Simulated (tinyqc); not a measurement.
What moves the results: six-band Luttinger-Kohn model with strain. A value that a table varies takes the place of the one given here.

Six-band Luttinger-Kohn model in the basis |3/2,3/2>, |3/2,1/2>, |3/2,-1/2>, |3/2,-3/2>, |1/2,1/2>, |1/2,-1/2>, electron energies, zero at the top of the unstrained valence band. H = -[rows: (P+Q, -S, R, 0, -S/r2, r2 R); (-S*, P-Q, 0, R, -r2 Q, r32 S); (R*, 0, P-Q, S, r32 S*, r2 Q); (0, R*, S*, P+Q, -r2 R*, -S*/r2); (-S*/r2, -r2 Q, r32 S, -r2 R, P+Dso, 0); (r2 R*, r32 S*, r2 Q, -S/r2, 0, P+Dso)], r2 = sqrt(2), r32 = sqrt(3/2). Levels are twofold.

P = c g1 k^2 - av tr(e); Q = c g2 (kx^2 + ky^2 - 2 kz^2) - (b/2)(exx + eyy - 2 ezz); R = c sqrt3 [-g2 (kx^2 - ky^2) + 2i g3 kx ky] + (sqrt3/2) b (exx - eyy) - i d exy; S = 2 c sqrt3 g3 (kx - i ky) kz - d (exz - i eyz); c = hbar^2/2m0, e the strain tensor (not engineering shear).

s11 = (C11 + C12)/((C11 - C12)(C11 + 2 C12)), s12 = -C12/((C11 - C12)(C11 + 2 C12)), s44 = 1/C44; exx = s11 sxx + s12 (syy + szz) and cyclic, exy = s44 sxy/2; tension is positive. A uniaxial stress X along the unit vector n is s_ij = X n_i n_j.

Constants: hbar^2/2m0 = 3.80998211 eV angstrom^2; kB = 8.617333262e-05 eV/K.

Inputs chosen for the exercise (near those of Si; not measured data): Dso = 0.045 eV (spin-orbit splitting); g1 = 4.25 (Luttinger gamma1); g2 = 0.34 (gamma2); g3 = 1.47 (gamma3); av = 2.5 eV (valence hydrostatic potential); b = -2.12 eV (tetragonal shear potential); d = -4.95 eV (trigonal shear potential); C11 = 169 GPa; C12 = 66.3 GPa; C44 = 75.6 GPa; load = uniaxial [111] (kind of stress); X1 = 1 GPa (size of the stress); T = 200 K (temperature); E_h = 5 meV (hole energy below the top); X = 0.95 GPa (stress).

## Sweep of a uniaxial [111] stress

Edges at k = 0 and curvature masses of the top pair along [100] and [001] (step 0.0002 1/angstrom); at zero stress the top is fourfold and has no single curvature.

Edges and masses:

| X (GPa) | top (eV) | second (eV) | third (eV) | splitting (meV) | m [100] | m [001] |
|---|---|---|---|---|---|---|
| -3.00 | 0.0759 | -0.0816 | -0.1140 | 157.5 | 0.235 | 0.235 |
| -2.00 | 0.0474 | -0.0544 | -0.0878 | 101.8 | 0.235 | 0.235 |
| -1.00 | 0.0203 | -0.0272 | -0.0630 | 47.5 | 0.235 | 0.235 |
| 0.00 | 0.0000 | 0.0000 | -0.0450 | 0.0 | - | - |
| 1.00 | 0.0272 | 0.0061 | -0.0534 | 21.1 | 0.235 | 0.235 |
| 2.00 | 0.0544 | 0.0288 | -0.0784 | 25.6 | 0.235 | 0.235 |
| 3.00 | 0.0816 | 0.0544 | -0.1064 | 27.2 | 0.235 | 0.235 |

The splitting reaches 157.5 meV under compression and 27.2 meV under the same tension; linear shear terms alone would make the two equal, and the difference comes from the coupling to the split-off band. At the ends of the sweep the top pair has a mass along [100] of 0.235 under compression and 0.235 under tension, nearly the same; along [001] it has 0.235 and 0.235. The top edge itself moves by +76 and +82 meV.

## Which stress helps holes along [110]

Each load has size X1 (biaxial: sxx = syy); masses are curvatures of the top pair at k = 0.

Results:

| load | splitting (meV) | top edge (meV) | m [110] | m [001] |
|---|---|---|---|---|
| uniaxial [110], compression | 48.7 | 21.1 | 0.117 | 0.275 |
| uniaxial [110], tension | 21.4 | 27.7 | 0.485 | 0.213 |
| uniaxial [100], compression | 52.4 | 23.5 | 0.219 | 0.275 |
| uniaxial [100], tension | 21.8 | 28.9 | 0.245 | 0.218 |
| uniaxial [111], compression | 47.5 | 20.3 | 0.145 | 0.235 |
| uniaxial [111], tension | 21.1 | 27.2 | 0.360 | 0.235 |
| biaxial (001), compression | 21.8 | 4.1 | 0.218 | 0.280 |
| biaxial (001), tension | 52.4 | 48.3 | 0.275 | 0.182 |

The lightest mass along [110] (0.117) comes with uniaxial [110], compression. The largest splitting (52.4 meV) comes with uniaxial [100], compression; biaxial (001), tension. The heaviest mass along [001] (0.280), which lowers the confinement energy in a (001) channel, comes with biaxial (001), compression. The splitting per GPa follows b (s11 - s12) for loads along cube axes and d s44 for [111]: here 2 |b| (s11 - s12) = 41.3 and |d| s44/sqrt3 = 37.8 meV per GPa in the limit of large Dso; where the splitting nears Dso, mixing with the split-off band makes it depend on the sign of the load.

## Thermally averaged conductivity mass under uniaxial [111] stress

Non-degenerate holes: weights exp(E/kT) on a 16 x 16 x 16 grid of midpoints in the cube |k_i| < 0.2 1/angstrom; 1/m_c = <(dE/dk_u)^2>/(hbar^2 kT) along [100], over all six bands. With an unchanged scattering time the mobility goes as 1/m_c.

Averages:

| X (GPa) | share of the top pair | m_c (m0) | gain m_c(0)/m_c |
|---|---|---|---|
| -3.00 | 1.000 | 0.275 | 1.298 |
| -1.00 | 0.975 | 0.315 | 1.132 |
| 0.00 | 0.907 | 0.357 | 1.000 |
| 1.00 | 0.946 | 0.344 | 1.038 |
| 3.00 | 0.960 | 0.325 | 1.097 |

The largest gain from mass alone is 1.30 at X = -3.00 GPa, where the top pair holds 100 % of the holes (91 % without stress); the opposite end of the sweep gives 1.10; the grid is good to about 0.02 in these ratios. The average reaches energies of a few kT, beyond the range of the edge curvature, and changes of scattering are left out.

## Warping of the constant-energy contours (six-band Luttinger-Kohn model)

No strain (e = 0). In the plane kz = 0, |k| where the top and second pairs lie E_h below the top, against the angle from [100]; m = c k^2/E_h.

Contours:

| angle (degrees) | k top (1/angstrom) | k second (1/angstrom) | m top (m0) | m second (m0) |
|---|---|---|---|---|
| 0 | 0.0192 | 0.0164 | 0.280 | 0.204 |
| 9 | 0.0202 | 0.0158 | 0.310 | 0.191 |
| 18 | 0.0225 | 0.0151 | 0.385 | 0.173 |
| 27 | 0.0256 | 0.0145 | 0.498 | 0.160 |
| 36 | 0.0290 | 0.0141 | 0.641 | 0.153 |
| 45 | 0.0308 | 0.0140 | 0.722 | 0.150 |

The heavy contour reaches 1.605 times as far along [110] as along [100], the light one 0.858 times. The warping follows g3 - g2 = 1.13 and would vanish for g2 = g3. Along [100] the heavy mass is 1/(g1 - 2 g2) = 0.280 at any energy, while the light one is 0.2037, against 1/(g1 + 2 g2) = 0.2028 at the edge, for E_h/Dso = 0.11.

## What each parameter does

Edges at k = 0 under a uniaxial [111] stress X and the curvature mass of the top pair along [100] (step 0.0002 1/angstrom). Each row changes one parameter from the base and keeps the others.

Results:

| case | top (eV) | second (eV) | third (eV) | mass (m0) |
|---|---|---|---|---|
| base | 0.0258 | 0.0052 | -0.0524 | 0.235 |
| d = -5.94 eV | 0.0294 | 0.0073 | -0.0581 | 0.235 |
| g2 = 0.408 | 0.0258 | 0.0052 | -0.0524 | 0.235 |
| av = 3 eV | 0.0274 | 0.0067 | -0.0508 | 0.235 |
| C12 = 53.04 GPa | 0.0266 | 0.0059 | -0.0516 | 0.235 |
| b = -1.696 eV | 0.0258 | 0.0052 | -0.0524 | 0.235 |
| C44 = 90.72 GPa | 0.0228 | 0.0038 | -0.0481 | 0.235 |
| X = 1.14 GPa | 0.0310 | 0.0088 | -0.0565 | 0.235 |

The largest shifts from the base row, up to three for each result and ties (the steps differ in size, so this ranks the rows, not the parameters). top (eV): X +0.0052, d +0.0036, C44 -0.0030; unchanged at the printed digits by g2 and b. second (eV): X +0.0037, d +0.0021, av +0.0016; unchanged at the printed digits by g2 and b. third (eV): d -0.0057, C44 +0.0043, X -0.0041; unchanged at the printed digits by g2 and b. mass (m0): unchanged at the printed digits by d, g2, av, C12, b, C44 and X. The Luttinger parameters multiply k^2 and cannot move the edges; av shifts all edges alike and leaves the mass.

Program tinyqc; command `OMP_NUM_THREADS=1 python tinyqc.py 1080878 1080879 out.jsonl`; about 0.2 s on one thread of a shared Intel(R) Xeon(R) Processor @ 2.30GHz.
